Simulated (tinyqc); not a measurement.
AlGaN/GaN HEMT with access regions, lumped model: effect of the aluminium share of the barrier.

A polarisation-induced electron sheet under a Schottky gate, in series with two ungated access regions and contacts. Drift law v = mu E/(1 + mu E/vs) under the gate. Currents in mA/mm, resistances in ohm mm. No self-heating, no channel-length modulation; fits for polarisation, barrier and offset are chosen for the exercise.

sigma = (5e13 x + 1.6e13 x^2) cm^-2, phiB = 0.84 + 1.3 x, dEc = 0.7 (1.71 x + x^2) in volts, Cb = eps0 eps_r/d, VT = phiB - dEc - q sigma/Cb, access density n0 = -Cb VT/q. Access resistance R(L, n) = L/(q mu n sqrt(1 - (I/(q n vs))^2)); Rs = Rc + R(Ls, n0), Rd = Rc + R(Ld, (1 - ft) n0). Vg' = Vg - I Rs, Vd' = Vd - I (Rs + Rd); with u = Vg' - VT, Vc = vs Lg/mu and w the smaller of Vd' and Vc [sqrt(1 + 2 u/Vc) - 1] (0 if negative), the channel gives (mu Cb/Lg)(u w - w^2/2)/(1 + w/Vc). I equals that channel current. Isat is I at Vd = 10 V, gm = dIsat/dVg, Ron the limit of Vd/I at small Vd.

Inputs (values chosen for the exercise); values close to those of AlGaN/GaN structures:

| symbol | value | unit | meaning |
|---|---|---|---|
| d | 30 | nm | barrier thickness |
| eps_r | 9.2 |  | relative permittivity of barrier and channel |
| mu | 1100 | cm^2/(V s) | channel mobility |
| vs | 1.6e7 | cm/s | saturation velocity |
| Lg | 1.5 | um | gate length |
| Ls | 0.5 | um | source access length |
| Ld | 4 | um | drain access length |
| Rc | 0.5 | ohm mm | resistance of each contact |
| ft | 0 |  | share of the drain-access electrons removed by traps |
| Vg | -0.5 | V | gate voltage |

Constants: q = 1.602176634e-19 C, eps0 = 8.8541878128e-14 F/cm where lengths are in cm. Results are converted to the units shown.

Result of one run:
```
x	VT (V)	n0 (cm^-2)	Ron (ohm mm)	Isat (mA/mm)	gm (mS/mm)
0.22	-6.119	1.037e13	4.356	864.5	207.1
```

What becomes of these results when the aluminium share of the barrier x is changed from 0.22 to 0.12, all else the same?

Result of the changed run:
```
x	VT (V)	n0 (cm^-2)	Ron (ohm mm)	Isat (mA/mm)	gm (mS/mm)
0.12	-2.834	4.803e12	8.468	234.7	149.3
```

The whole series:
```
x	VT (V)	n0 (cm^-2)	Ron (ohm mm)	Isat (mA/mm)	gm (mS/mm)
0.12	-2.834	4.803e12	8.468	234.7	149.3
0.17	-4.451	7.543e12	5.656	521.1	184.6
0.22	-6.119	1.037e13	4.356	864.5	207.1
0.27	-7.837	1.328e13	3.607	1251	223.0
0.32	-9.606	1.628e13	3.120	1673	235.1
0.37	-11.43	1.936e13	2.778	2127	244.7
0.42	-13.30	2.253e13	2.526	2582	206.5
```

As x goes from 0.12 to 0.42, Ron falls from 8.47 to 2.53 ohm mm, Isat rises from 235 to 2580 mA/mm and gm goes from 149 through a maximum of 245 (at x = 0.37 among the rows listed) to 206 mS/mm. VT falls from -2.83 to -13.3 V. For x = 0.17 to 0.42 the power passes 5 W/mm, where self-heating, left out here, lowers the current. For x = 0.32 to 0.42 the barrier is thick and rich enough in aluminium to relax or crack. At x = 0.42 the gated channel is not yet saturated at 10 V, because the access regions take the voltage, and gm drops.

Numbers from tinyqc (`OMP_NUM_THREADS=1 python tinyqc.py 2570172 2570173 out.jsonl`; about 0.03 s on one thread of a shared Intel Xeon 2.30GHz).
